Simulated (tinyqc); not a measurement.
## Pinning factor and decay constant from two barriers

Problem. phiB = S (phiM - chi) + (1 - S)(Eg - E0) with S = 1/(1 + (1/S0 - 1) exp(-be ti)). Find S0, S at the given thickness and be.

Inputs (values chosen for the exercise); semiconductor values close to those of gallium nitride; interlayer mass of the order of that in strontium titanate, offset chosen freely: band gap Eg = 3.51 eV; electron affinity chi = 4.05 eV; charge-neutrality level above the valence band E0 = 2.3 eV; metal work function phiM = 4.31 eV.

phiB at ti = 0, 0.4 nm (eV): 0.621  0.37229386

Solution. Each barrier gives its S by linear interpolation between the pinned and the unpinned value; the ratio of the two values of 1/S - 1 is exp(be ti).

S0 = 0.6200
S = 0.8818
be = 3.800 1/nm

Computed by the program tinyqc: `OMP_NUM_THREADS=1 python tinyqc.py 2270165 2270166 out.jsonl`, one thread of a shared Intel Xeon 2.30GHz, about 0.04 s for the whole run.
